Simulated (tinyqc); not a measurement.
# Inputs raised by 10 %, one at a time

Model: X-ray photoelectron analysis of a thin oxide on a semiconductor: attenuation lengths, thickness, angle series and band offsets. Computed by tinyqc, a small Python program. Command: `OMP_NUM_THREADS=1 python tinyqc.py 3113735 3113736 out.jsonl xps sens`. One thread of a shared host (Intel(R) Xeon(R) Processor @ 2.30GHz), about 0.01 s of CPU time with the checks.

The same element is seen in the oxide and in the substrate, at nearly the same kinetic energy; films are flat and uniform, and the work function is ignored.

Inputs (values chosen for the exercise, modelled on SiO2 on 4H-SiC):

| quantity | value | unit |
|---|---|---|
| photon energy | 1486.6 | eV |
| binding energy of the core level | 100.5 | eV |
| oxide density | 2.14 | g/cm^3 |
| oxide formula mass | 60.08 | g/mol |
| valence electrons per oxide formula | 16 | - |
| oxide gap | 8.93 | eV |
| substrate density | 3.21 | g/cm^3 |
| substrate formula mass | 40.1 | g/mol |
| valence electrons per substrate formula | 8 | - |
| substrate gap | 3.26 | eV |
| oxide thickness d | 4.5 | nm |
| emission angle from the normal | 45 | degrees |
| attenuation length over inelastic mean free path | 0.88 | - |
| carbon overlayer | 0.0087 | nm |
| counts in the two peaks together | 100000 | - |

Method:
- TPP-2M: lambda = E/(E_p^2 [b ln(c E) - C/E + D/E^2]) in angstrom, E_p = 28.8 sqrt(N_v rho/M), b = -0.10 + 0.944/sqrt(E_p^2 + E_g^2) + 0.069 rho^0.1, c = 0.191/sqrt(rho), U = N_v rho/M, C = 1.97 - 0.91 U, D = 53.4 - 20.8 U, with E = photon energy less binding energy in eV.
- Attenuation length L = factor x lambda.
- R_0 = (rho_o/M_o) L_o/((rho_s/M_s) L_s); peak ratio R = I_ox/I_sub = R_0 [exp(d/(L_o cos theta)) - 1]; hence d = L_o cos theta ln(1 + R/R_0). A carbon layer weakens both peaks alike, by exp(-d_C/(L_o cos theta)) if its L is taken equal to L_o. This R_0 leaves out intrinsic losses from the substrate peak, so calibrated values can be larger.
- With x = d/(L_o cos theta): d ln d/d ln R = (1 - exp(-x))/x = -d ln d/d ln R_0; counting error of R = 1/sqrt(N f (1 - f)), f the oxide share, which times the sensitivity gives that of d; an angle error adds tan(theta) d theta; d is proportional to L_o at fixed R_0. Assumed errors: 5 % in R_0, 1 degree, 5 % in L_o.

Runs:

| input moved | from | to | ratio R | L in the oxide (nm) | R_0 | counting error of d (%) |
|---|---|---|---|---|---|---|
| base run | - | - | 3.1912 | 3.4423 | 0.59628 | 0.33813 |
| photon energy (eV) | 1486.6 | 1635.26 | 2.6854 | 3.7325 | 0.59657 | 0.34129 |
| oxide density (g/cm^3) | 2.14 | 2.354 | 3.6045 | 3.3678 | 0.64172 | 0.34453 |
| oxide gap (eV) | 8.93 | 9.823 | 3.0383 | 3.5905 | 0.62196 | 0.34311 |
| oxide thickness d (nm) | 4.5 | 4.95 | 3.9603 | 3.4423 | 0.59628 | 0.33687 |
| emission angle from the normal (degrees) | 45 | 49.5 | 3.8668 | 3.4423 | 0.59628 | 0.33687 |
| attenuation length over inelastic mean free path | 0.88 | 0.968 | 2.6053 | 3.7866 | 0.59628 | 0.34200 |
| counts in the two peaks together | 100000 | 110000 | 3.1912 | 3.4423 | 0.59628 | 0.32240 |

Exponents ln(y'/y) / ln(x'/x):

| input | ratio R | L in the oxide | R_0 | counting error of d |
|---|---|---|---|---|
| photon energy | -1.810 | 0.849 | 0.005 | 0.098 |
| oxide density | 1.278 | -0.230 | 0.770 | 0.197 |
| oxide gap | -0.515 | 0.442 | 0.442 | 0.153 |
| oxide thickness d | 2.266 | 0.000 | 0.000 | -0.039 |
| emission angle from the normal | 2.015 | 0.000 | 0.000 | -0.039 |
| attenuation length over inelastic mean free path | -2.128 | 1.000 | 0.000 | 0.119 |
| counts in the two peaks together | 0.000 | 0.000 | 0.000 | -0.500 |

To which inputs is each result most sensitive?

Among the inputs moved here: ratio R answers most in size to oxide thickness d (exponent +2.266), next to attenuation length over inelastic mean free path (-2.128); its exponent is below 0.0005 for counts in the two peaks together. L in the oxide answers most in size to attenuation length over inelastic mean free path (exponent +1.000), next to photon energy (+0.849); its exponent is below 0.0005 for oxide thickness d, emission angle from the normal, counts in the two peaks together. R_0 answers most in size to oxide density (exponent +0.770), next to oxide gap (+0.442); its exponent is below 0.0005 for oxide thickness d, emission angle from the normal, attenuation length over inelastic mean free path, counts in the two peaks together. Counting error of d answers most in size to counts in the two peaks together (exponent -0.500), next to oxide density (+0.197). Its exponent -0.500 in counts in the two peaks together: counting statistics.

Extremes, crossings and ranges named in words are read from the listed rows.
